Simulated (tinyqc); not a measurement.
Single-photon avalanche diode, trigger probability and counting: effect of the excess bias.

A multiplication layer of width W with the uniform field V/W; alpha = an exp(-bn/E) for electrons, beta = ap exp(-bp/E) for holes (local model, no dead space). a = alpha W, b = beta W. Electrons enter at x = 0, holes at x = W. P0 is the probability that an electron entering at 0 starts a lasting avalanche, PW the same for a hole entering at W.

Breakdown: ln(a/b) = a - b with a not equal to b. Above it PW/(1 - PW) = [P0/(1 - P0)] exp(b - a) and b ln(1 - P0) = a ln(1 - PW); the mean over pairs made evenly in the layer is Pm = ln[(1 - PW)/(1 - P0)]/(a - b). PDP = eta P0; dark counts Gd Pm; avalanche charge Cd Vx/q; afterpulse probability pa (Cd Vx/q) exp(-td/tt) Pm; true rate n = nph PDP + dark counts; measured n/(1 + n td) (non-paralysable) or n exp(-n td) (paralysable); recharge time Rq Cd.

Values chosen for this exercise; ionisation coefficients close to those of germanium:
```
symbol   value   unit                                                       meaning
an      1.54e7   1/cm                                            electron prefactor
bn         1.6  MV/cm                                                electron field
ap      1.01e7   1/cm                                                hole prefactor
bp        1.29  MV/cm                                                    hole field
W          0.3     um                             width of the multiplication layer
eta       0.34         probability that a photon makes a pair that enters the layer
Gd       23000    1/s                          thermal generation rate in the layer
td          50     ns                                                     dead time
Cd          67     fF                                             diode capacitance
Rq         200   kohm                                             quench resistance
pa      2.2e-7                           trapping probability per avalanche carrier
tt          28     ns                                             trap release time
nph      6.1e6    1/s                                                   photon rate
```

Constants: q = 1.602176634e-19 C. Results are converted to the units shown.

Effect of the excess bias:
```
Vx (V)	Vx/VB (%)	P0	PW	Pm	PDP	dark counts (1/s)	afterpulse (%)
0.073	1.003	0.07212	0.1596	0.1108	0.02452	2550	0.01248
0.12	1.648	0.1162	0.2478	0.1755	0.03951	4037	0.03249
0.18	2.473	0.1700	0.3462	0.2512	0.05779	5778	0.06976
0.29	3.984	0.2615	0.4930	0.3723	0.08891	8563	0.1666
0.46	6.319	0.3865	0.6555	0.5221	0.1314	1.201e4	0.3705
0.73	10.03	0.5492	0.8115	0.6907	0.1867	1.589e4	0.7778
1.2	16.48	0.7480	0.9333	0.8572	0.2543	1.972e4	1.587
1.8	24.73	0.8913	0.9826	0.9495	0.3030	2.184e4	2.637
2.9	39.84	0.9837	0.9988	0.9942	0.3344	2.287e4	4.448
```

VB is 7.280 V. P0 rises from 0.0721 to 0.984 and PW rises from 0.160 to 0.999; P0 goes as Vx^(0.96) at the start and Vx^(0.21) at the end. Holes trigger better in every row. The afterpulse probability keeps growing, as Vx^(1.10) at the end, because the avalanche charge grows with Vx. For Vx = 2.9 the excess bias passes a quarter of VB, where tunnelling adds dark counts that are left out here.

tinyqc, about 0.01 s, one thread, Intel Xeon 2.30GHz (shared host): `OMP_NUM_THREADS=1 python tinyqc.py 2630037 2630038 out.jsonl`
